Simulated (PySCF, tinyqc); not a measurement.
Worked calculation: RHF in the sto-3g basis, for H3-, spin multiplicity 1. The basis has no diffuse functions, so it cannot describe the extra electron: this is an exercise in the method, not the real anion. The lowest restricted solution is unstable here: a spin-polarised one lies 0.1418 hartree lower (PySCF). One step of it, computed by the program tinyqc.

Problem. Iteration 2: building the Fock matrix. J_ij = sum D_kl (ij|kl), K_ij = sum D_kl (ik|jl); F = H + J - 0.5 K; E = tr D H + tr D J / 2 - 0.25 tr D K + E_nn.

D after iteration 1, order 1H 1s, 2H 1s, 3H 1s:
$$\begin{pmatrix}
0.859663 & 0.862863 & -0.543185 \\
0.862863 & 0.866115 & -0.554037 \\
-0.543185 & -0.554037 & 2.348789
\end{pmatrix}$$

core Hamiltonian H = T + V (hartree), order 1H 1s, 2H 1s, 3H 1s:
$$\begin{pmatrix}
-1.273906 & -0.626326 & -0.552138 \\
-0.626326 & -1.273777 & -0.551793 \\
-0.552138 & -0.551793 & -1.245970
\end{pmatrix}$$

Two-electron integrals (ij|kl) in chemists' order, unique and non-zero (hartree):
```
(11|11) 0.774606   (21|11) 0.208155   (21|21) 0.078374   (22|11) 0.403609
(22|21) 0.208155   (22|22) 0.774606   (31|11) 0.178246   (31|21) 0.058559
(31|22) 0.134025   (31|31) 0.059443   (32|11) 0.133969   (32|21) 0.058524
(32|22) 0.178108   (32|31) 0.051989   (32|32) 0.059361   (33|11) 0.379916
(33|21) 0.145866   (33|22) 0.379805   (33|31) 0.178246   (33|32) 0.178108
(33|33) 0.774606
```

nuclear repulsion = 1.20774996 hartree

Give: Coulomb J; exchange K; Fock matrix F; total energy of this density.

Solution.

Coulomb J (hartree), order 1H 1s, 2H 1s, 3H 1s:
$$\begin{pmatrix}
1.925 & 0.709 & 0.667 \\
0.709 & 1.926 & 0.667 \\
0.667 & 0.667 & 2.336
\end{pmatrix}$$

exchange K (hartree), order 1H 1s, 2H 1s, 3H 1s:
$$\begin{pmatrix}
0.974 & 0.686 & 0.440 \\
0.686 & 0.976 & 0.438 \\
0.440 & 0.438 & 1.621
\end{pmatrix}$$

Fock matrix F (hartree), order 1H 1s, 2H 1s, 3H 1s:
$$\begin{pmatrix}
0.164 & -0.261 & -0.106 \\
-0.261 & 0.164 & -0.104 \\
-0.106 & -0.104 & 0.279
\end{pmatrix}$$

total energy of this density = -0.92946 hartree

This density is a damped mixture and is not idempotent.
